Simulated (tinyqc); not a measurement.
Implanted layer, carriers, mobility and sheet resistance: two steps of the calculation.

A p-type layer from the surface x = 0 to the junction xj, N(x) = N0 exp(-(x - Rp)^2/(2 sg^2)). Local neutrality (no depletion at surface or junction, no spilling of carriers), intrinsic carriers neglected, full ionisation of active dopants.

Values chosen for this exercise; values close to those of boron in silicon over an n-type background:
- T = 250 K (temperature)
- Nb = 1.3e14 cm^-3 (background doping of the opposite type)
- N0 = 3.7e19 cm^-3 (peak chemical concentration)
- m1 = 45.1 cm^2/(V s) (mobility limit at high doping)
- m2 = 466 cm^2/(V s) (mobility limit at low doping, at 300 K)
- Nr = 2.27e17 cm^-3 (reference doping of the mobility law)
- am = 0.746 (exponent of the mobility law)
- bt = 1.8 (temperature exponent of m2)
- Ns = 2.04e20 cm^-3 (solubility limit of active dopant)
- sg = 130 nm (straggle after annealing)
- Rp = 190 nm (projected range)

Constants: q = 1.602176634e-19 C. Results are converted to the units shown.

Problem 1. Junction depth and local values. xj = Rp + sg sqrt(2 ln(N0/Nb)); 14 equal steps from 0 to xj. Active dopant A = min(N, Ns); p = A - Nb; mobility mu = m1 + (m2 (T/300 K)^(-bt) - m1)/(1 + ((A + Nb)/Nr)^am).

Wanted: xj; x; N; A; p; mu.

Solution 1.

xj = 841.5 nm
x, point 0 to 14 (nm): [0.0, 60.1, 120.2, 180.3, 240.4, 300.5, 360.7, 420.8, 480.9, 541.0, 601.1, 661.2, 721.3, 781.4, 841.5]
N, point 0 to 14 (cm^-3): [1.272e19, 2.246e19, 3.204e19, 3.690e19, 3.432e19, 2.577e19, 1.563e19, 7.655e18, 3.027e18, 9.668e17, 2.493e17, 5.192e16, 8.731e15, 1.186e15, 1.300e14]
A, point 0 to 14 (cm^-3): [1.272e19, 2.246e19, 3.204e19, 3.690e19, 3.432e19, 2.577e19, 1.563e19, 7.655e18, 3.027e18, 9.668e17, 2.493e17, 5.192e16, 8.731e15, 1.186e15, 1.300e14]
p, point 0 to 14 (in units of 1e19 cm^-3): [1.272, 2.246, 3.204, 3.690, 3.432, 2.577, 1.563, 0.766, 0.303, 0.097, 0.025, 0.005, 0.001, 0.000, 0.000]
mu, point 0 to 14 (cm^2/(V s)): [73.56, 64.03, 59.73, 58.30, 59.01, 62.23, 69.66, 85.77, 121.2, 197.6, 335.5, 496.5, 597.8, 634.4, 643.2]

The mobility runs from 58.3 to 643 cm^2/(V s).

Problem 2. Sheet quantities by the trapezoid rule. Dose = integral of N, carrier sheet density = integral of p, 1/Rs = q integral of p mu, mean mobility 1/(q Rs sheet density), Hall mobility (unit Hall factor) = integral of p mu^2 over integral of p mu, Hall sheet density = (integral of p mu)^2/integral of p mu^2; all from 0 to xj.

x, point 0 to 14 (nm): [0.00000, 60.10925, 120.21849, 180.32774, 240.43698, 300.54623, 360.65548, 420.76472, 480.87397, 540.98321, 601.09246, 661.20171, 721.31095, 781.42020, 841.52945]
N, point 0 to 14 (cm^-3): [1.2716121e19, 2.2460493e19, 3.2035706e19, 3.6897732e19, 3.4317482e19, 2.5773983e19, 1.5631406e19, 7.6553472e18, 3.0274859e18, 9.6682915e17, 2.4932608e17, 5.1920165e16, 8.7308151e15, 1.1855609e15, 1.3e14]
p, point 0 to 14 (in units of 1e19 cm^-3): [1.2715991, 2.2460363, 3.2035576, 3.6897602, 3.4317352, 2.5773853, 1.5631276, 0.7655217, 0.3027356, 0.0966699, 0.0249196, 0.0051790, 0.0008601, 0.0001056, 0.0000000]
mu, point 0 to 14 (cm^2/(V s)): [73.560336, 64.027423, 59.729769, 58.298251, 59.014727, 62.233398, 69.664458, 85.772425, 121.22139, 197.56209, 335.47076, 496.53982, 597.83736, 634.37658, 643.18580]

Wanted: dose; carrier sheet density; Rs; mean mobility; Hall mobility; Hall sheet density.

Solution 2.

dose = 1.1146e15 cm^-2
carrier sheet density = 1.1146e15 cm^-2
Rs = 86.399 ohm/square
mean mobility = 64.811 cm^2/(V s)
Hall mobility = 70.246 cm^2/(V s)
Hall sheet density = 1.0284e15 cm^-2

Carriers make up 100 % of the dose. A Hall measurement weights the mobile tail, so its sheet density is 7.7 % below the true one.

Numbers from tinyqc (`OMP_NUM_THREADS=1 python tinyqc.py 2110005 2110006 out.jsonl`; about 0.01 s on one thread of a shared Intel Xeon 2.30GHz).
